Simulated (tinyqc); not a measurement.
# Thin-film resistivity, exact integral against the thick limit

Fuchs-Sondheimer for a film of thickness d, k = d/lam: rho0/rho = 1 - (3 (1 - ps)/(2 k)) int_1^infinity (t^-3 - t^-5)(1 - exp(-k t))/(1 - ps exp(-k t)) dt; thick limit rho/rho0 = 1 + 3 (1 - ps)/(8 k).

Parameters, values chosen for the exercise; metal values close to those of tungsten: bulk resistivity rho0 = 5.42 uohm cm; bulk mean free path lam = 15.4 nm; specular share of surface scattering ps = 0.

Results:

| d (nm) | k | rho/rho0, exact | thick limit | error of the limit (%) | rho (uohm cm) |
|---|---|---|---|---|---|
| 0.77 | 0.05000 | 7.728 | 8.500 | 9.99 | 41.88 |
| 2.9 | 0.1883 | 3.208 | 2.991 | -6.76 | 17.39 |
| 5.6 | 0.3636 | 2.232 | 2.031 | -8.98 | 12.10 |
| 11 | 0.7143 | 1.649 | 1.525 | -7.52 | 8.938 |
| 21 | 1.364 | 1.334 | 1.275 | -4.43 | 7.231 |
| 41 | 2.662 | 1.161 | 1.141 | -1.76 | 6.294 |
| 79 | 5.130 | 1.079 | 1.073 | -0.530 | 5.847 |
| 150 | 9.740 | 1.040 | 1.038 | -0.148 | 5.637 |

Estimate the missing row, d = 1.5 nm.

Computed row:

| d (nm) | k | rho/rho0, exact | thick limit | error of the limit (%) | rho (uohm cm) |
|---|---|---|---|---|---|
| 1.5 | 0.09740 | 4.866 | 4.850 | -0.328 | 26.37 |

With this row back in the table: rho/rho0 falls from 7.73 to 1.04. The error of the thick limit goes from 10 through a minimum of -9.0 (at d = 5.6 nm among the rows listed) to -0.15 %; it stays within 5 % for k of 1.364 and above among the rows listed. The change of sign at small k is a crossing of two different laws, not agreement.

Program tinyqc, `OMP_NUM_THREADS=1 python tinyqc.py 2100101 2100102 out.jsonl`; Intel Xeon 2.30GHz, shared host, one thread, about 0.01 s.
